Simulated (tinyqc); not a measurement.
Deep trap from a strong local potential in a two-band host (Koster-Slater model with semi-elliptic bands): one step, computed by the program tinyqc.

The valence band spans -2 W_v to 0 and the conduction band E_g to E_g + 2 W_c. The orbital at the impurity site has weight f_v in the valence band and 1 - f_v in the conduction band, each spread as a semi-ellipse (2/(pi W^2)) sqrt(W^2 - x^2) about the band centre. The impurity adds U to this orbital. Spin is left out.

Question. Green function at the trial energy. In the gap G(E) = f_v (2/W_v^2)[x - sqrt(x^2 - W_v^2)] - (1 - f_v)(2/W_c^2)[y - sqrt(y^2 - W_c^2)], x = E + W_v, y = E_g + W_c - E. The potential that would put a level at E is U = 1/G(E).

Inputs (values chosen for the exercise, with a gap close to that of GaN):

| quantity | value | unit |
|---|---|---|
| gap E_g | 3.43 | eV |
| half-width of the valence band W_v | 2.4 | eV |
| half-width of the conduction band W_c | 4.1 | eV |
| valence weight f_v of the site orbital | 0.39 | - |
| trial energy E | 2.3 | eV |

Give: valence part; conduction part; G(E); potential needed.

Answer.

valence part = 0.08923 1/eV

conduction part = -0.1439 1/eV

G(E) = -0.05468 1/eV

potential needed = -18.29 eV
